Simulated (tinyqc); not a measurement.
Carrier lifetime of a p-type layer with SRH, radiative, Auger and surface recombination: one step of the calculation.

Uniform excess density dn = dp (no trapping), n = n0 + dn, p = p0 + dn, Boltzmann statistics, full ionisation. Surfaces enter as a rate 2 S dn/d, which holds while diffusion to them is fast.

Problem. Lifetime, shares and quasi-Fermi splitting. With e = n p - ni^2 = dn (n0 + p0 + dn): U_SRH = e/(tp0 (n + n1) + tn0 (p + p1)), U_rad = B e, U_Aug = (Cn n + Cp p) e, U_s = 2 S dn/d. tau = dn/U, shares of U, splitting Vt ln(n p/ni^2), radiative efficiency U_rad/U.

Inputs (values chosen for the exercise); band and dielectric values close to those of gallium arsenide:
```
symbol     value    unit                                      meaning
T            300       K                                  temperature
B       6.95e-10  cm^3/s                        radiative coefficient
Cn       2.7e-30  cm^6/s            Auger coefficient (two electrons)
Cp       8.3e-31  cm^6/s                Auger coefficient (two holes)
S              1    cm/s  surface recombination velocity (both faces)
d            300      um                             sample thickness
```

Constants: q = 1.602176634e-19 C, kB = 1.380649e-23 J/K, Vt = kB T/q. Results are converted to the units shown.

converged dn = 2.2869226e13 cm^-3
ni = 2.8951592e6 cm^-3
n0 = 0.014705169 cm^-3
p0 = 5.7e14 cm^-3
n1 = 1.6858165e6 cm^-3
p1 = 4.9720397e6 cm^-3
tn0 = 3.8850039e-5 s
tp0 = 2.3310023e-5 s

Give: tau; shares; quasi-Fermi splitting.

Solution.

tau = 2.287e-6 s
shares (%): SRH 5.75, radiative 94.23, Auger 0.00, surface 0.02
quasi-Fermi splitting = 0.9053 V

Radiative recombination takes the largest share. dn is 0.040 times the doping: low injection.

Computed by the program tinyqc: `OMP_NUM_THREADS=1 python tinyqc.py 2300010 2300011 out.jsonl`, one thread of a shared Intel Xeon 2.30GHz, about 0.01 s for the whole run.
